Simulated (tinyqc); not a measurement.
Minority-electron transport through the base of a bipolar transistor (Moll-Ross and Kroemer integrals): one step, computed by the program tinyqc. Command: `OMP_NUM_THREADS=1 python tinyqc.py 3025827 3025828 out.jsonl base walk`. One thread of a shared host (Intel(R) Xeon(R) Processor @ 2.30GHz), about 0.01 s of CPU time with the checks.

Low injection, one dimension, x from the emitter edge (0) to the collector edge (W), s = x/W. Recombination is treated as a small correction (valid for tau_B well below tau_n), computed from the stored charge.

Problem. Gain and speed. Emitter-limited gain beta_E = G_E/G_B; recombination-limited gain beta_R = tau_n/tau_B; 1/beta = 1/beta_E + 1/beta_R; f_T from the base alone = 1/(2 pi tau_B).

Inputs (values chosen for the exercise, modelled on InP): electron lifetime tau_n = 150 ns; emitter Gummel number G_E = 1.1e+14 s/cm^4; temperature T = 300 K.

Base doping profile: exponential. Gap grading: none. Exit of the base: saturation velocity.

base Gummel number G_B = 8.077965e+12 s/cm^4

base transit time tau_B = 11.49115 ps

Give: beta_E; beta_R; current gain beta; f_T from the base alone.

Solution.

beta_E = 13.62

beta_R = 13054

current gain beta = 13.60

f_T from the base alone = 13.85 GHz

The gain is limited mainly by hole injection into the emitter (100 % of the base current).
